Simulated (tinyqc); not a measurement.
Inside a calculation. Model: Keating valence-force model of a tetrahedral crystal. Computed by tinyqc, a small Python program that keeps every step. Command: `OMP_NUM_THREADS=1 python tinyqc.py 3020535 3020536 out.jsonl keating walk`. One thread of a shared host (Intel(R) Xeon(R) Processor @ 2.30GHz), about 0.03 s of CPU time with the checks. Intermediate numbers are printed to about 6 digits and carried at full precision; extremes and crossings named in words are read from the listed rows.

Atom A sits at 0 and atom B at a/4 (1,1,1) of an fcc lattice; the four bonds from A are t = a/4 (1,1,1), a/4 (1,-1,-1), a/4 (-1,1,-1), a/4 (-1,-1,1), of length d = sqrt(3) a/4. Energy: E = (3 alpha/(8 d^2)) sum over bonds (r.r - d^2)^2 + (3 beta/(8 d^2)) sum over pairs of bonds at one atom (r_i.r_j + d^2/3)^2; both atoms have the mass M. The cell holds two atoms, Omega = a^3/4. 1 N/m = 1 J/m^2. With constants fitted to the elastic moduli this model puts optical and zone-boundary frequencies of real crystals too high, by up to about 20 % in elemental crystals and up to about 50 % in compounds, and mostly by more for TA modes; in compounds the lattice part of the static dielectric constant then comes out too low.

Inputs (values chosen for the exercise, modelled on diamond): lattice constant a = 3.567 angstrom; atomic mass M = 12.011 u; bond stretching alpha = 129 N/m; bond bending beta = 88.2 N/m; mesh divisions n = 8; temperature T = 400 K.

Structure: diamond.

wave vector q (2 pi/a): [0.29, 0.27, 0.26]

Constants: 1 eV/angstrom^2 = 16.02176634 J/m^2; nu for 1 eV/(angstrom^2 u) = 15.6333042 THz; 1 THz = 33.35640952 1/cm; u = 1.6605390666e-27 kg; h x 1 THz = 4.135667696 meV; k_B = 8.617333262e-05 eV/K.

## Dynamical matrix at q

With displacements u exp(i q.r), each bracket changes by g.u, where g = (g_A, g_B): bond t, g = (-2 t, 2 t exp(i q.t)); pair (i, j) at A, g = (-(t_i + t_j), t_i exp(i q.t_j) + t_j exp(i q.t_i)); pair at B, g = (-t_i exp(-i q.t_j) - t_j exp(-i q.t_i), t_i + t_j). Then D_mn = sum over the 4 bonds and 12 pairs of (4 k/a^2) conj(g_m) g_n / sqrt(M_m M_n), with k = alpha or beta converted to eV/angstrom^2.

D(q) (eV/(angstrom^2 u)), rows A x, A y, A z, B x, B y, B z:
$$\begin{pmatrix}
4.80246 & 0.27165+0.01617i & 0.26400+0.02463i & -3.39123+0.32461i & 0.14091-0.27567i & 0.13505-0.28763i \\
0.27165-0.01617i & 4.77209 & 0.25062+0.00841i & 0.14091-0.27567i & -3.39123+0.32461i & 0.12447-0.31208i \\
0.26400-0.02463i & 0.25062-0.00841i & 4.75903 & 0.13505-0.28763i & 0.12447-0.31208i & -3.39123+0.32461i \\
-3.39123-0.32461i & 0.14091+0.27567i & 0.13505+0.28763i & 4.80246 & 0.27165-0.01617i & 0.26400-0.02463i \\
0.14091+0.27567i & -3.39123-0.32461i & 0.12447+0.31208i & 0.27165+0.01617i & 4.77209 & 0.25062-0.00841i \\
0.13505+0.28763i & 0.12447+0.31208i & -3.39123-0.32461i & 0.26400+0.02463i & 0.25062+0.00841i & 4.75903
\end{pmatrix}$$

## Frequencies at q

Diagonalise the Hermitian matrix D. An eigenvalue lambda of D in eV/(angstrom^2 u) gives nu = 15.6333042 THz x sqrt(lambda). The weight on A is the sum of |e|^2 over the three components of atom A.

frequencies (THz): [15.0897, 15.1782, 23.0151, 44.4591, 44.4933, 45.4117]

weights on atom A: [0.5, 0.5, 0.5, 0.5, 0.5, 0.5]

With equal masses the inversion that swaps the two atoms makes every weight one half.

## Elastic constants and internal strain

C11 = (alpha + 3 beta)/a, C12 = (alpha - beta)/a, C44 = 4 alpha beta/(a (alpha + beta)); with the two sublattices clamped C44(0) = (alpha + beta)/a; internal-strain parameter zeta = (alpha - beta)/(alpha + beta); B = (C11 + 2 C12)/3.

C11 = 1103.45 GPa

C12 = 114.382 GPa

C44 = 587.429 GPa

clamped C44(0) = 608.915 GPa

internal-strain parameter zeta = 0.187845

bulk modulus B = 444.071 GPa

Letting the sublattices shift lowers C44 by 4 %, which is zeta^2. With zeta well below 1 the stiff angles force the bond lengths to change in a shear. The model fixes 2 C44 (C11 + C12)/((C11 - C12)(C11 + 3 C12)) = 1.000 whatever alpha and beta are.

## Optical mode at the zone centre

mu = M/2; lambda = 4 (alpha + beta)/mu with the springs in eV/angstrom^2; nu = 15.6333042 THz x sqrt(lambda).

reduced mass mu = 6.0055 u

Raman frequency = 46.9765 THz

the same as a wavenumber = 1566.97 1/cm

## Frequencies at the zone boundary

The formulas are those given above.

Frequencies (THz) at points given in 2 pi/a:
```
point                 nu 1     nu 2     nu 3     nu 4     nu 5     nu 6
X (1, 0, 0)        29.9354  29.9354  36.2031  36.2031  39.3886  39.3886
L (0.5, 0.5, 0.5)  21.1675  21.1675  33.0910  41.9372  41.9372  42.2360
W (1, 0.5, 0)      31.9722  31.9722  33.2174  33.2174  40.4059  40.4059
K (0.75, 0.75, 0)  27.6567  32.6412  33.7666  36.4438  37.9724  41.9132
```

At X the two longitudinal modes are degenerate (39.39 THz), as the diamond symmetry demands.

## Lowest frequency at X

Take the lowest frequency at X = (1, 0, 0) 2 pi/a, the transverse acoustic (TA) mode.

TA frequency at X = 29.9354 THz

## Transverse acoustic branch against its sound line

The sound line is nu = v q/(2 pi) with v = sqrt(C44/rho), rho = (M_A + M_B)/Omega; the clamped line uses C44(0).

Frequencies (THz) along G-X; columns: (1) q (2 pi/a); (2) lowest branch; (3) sound line, relaxed C44; (4) sound line, clamped C44(0); (5) third-lowest frequency; (6) highest frequency:
```
(1)       (2)      (3)      (4)      (5)      (6)
0.05   1.8114   1.8119   1.8448   2.4819  46.9697
0.15   5.4219   5.4358   5.5343   7.4098  46.9119
0.30  10.7597  10.8715  11.0686  14.5812  46.6785
0.45  15.9260  16.3073  16.6029  21.2921  46.1672
0.60  20.8209  21.7431  22.1372  27.3514  45.2241
0.75  25.2934  27.1789  27.6715  32.6128  43.6818
0.90  28.9072  32.6146  33.2058  36.9850  41.3897
1.00  29.9354  36.2385  36.8953  36.2031  39.3886
```

At small q the branch follows the relaxed line (1.000 of it, against 0.982 of the clamped one): in a long shear wave the sublattices shift against each other. At X it reaches 83 % of the relaxed line. Real tetrahedral semiconductors have flatter TA branches than a Keating model fitted to their elastic constants, which needs longer-ranged terms to mend.

## Thermal sums on a mesh

Mesh: q = sum_i (m_i + 1/2)/n b_i, m_i = 0..n-1, with b = [[-1, 1, 1], [1, -1, 1], [1, 1, -1]] in 2 pi/a; sums over the six modes are averaged over the n^3 points and halved, per atom. With x = h nu/(k_B T) and n = 1/(exp(x) - 1) for each mode: F = k_B T [x/2 + ln(1 - exp(-x))], U = k_B T x (n + 1/2), S/k_B = x n - ln(1 - exp(-x)), C/k_B = x^2 n (n + 1). The acoustic share counts the three lowest modes at each q; zero-point energy = sum h nu/2.

free energy F = 203.905 meV/atom

entropy S = 0.434739 k_B/atom

heat capacity C = 1.00280 k_B/atom

acoustic share of C = 0.743791

zero-point energy = 208.029 meV/atom

C is 33 % of the classical value; the optical modes are still largely frozen out.

Checks made by the program: slopes of the acoustic branches along [110] against C11, C12 and the relaxed C44 (relative difference 1e-06); zone-centre optical mode against D(q = 0) (relative difference below 1e-10); longitudinal modes at X against the diagonal of D (relative difference below 1e-10).
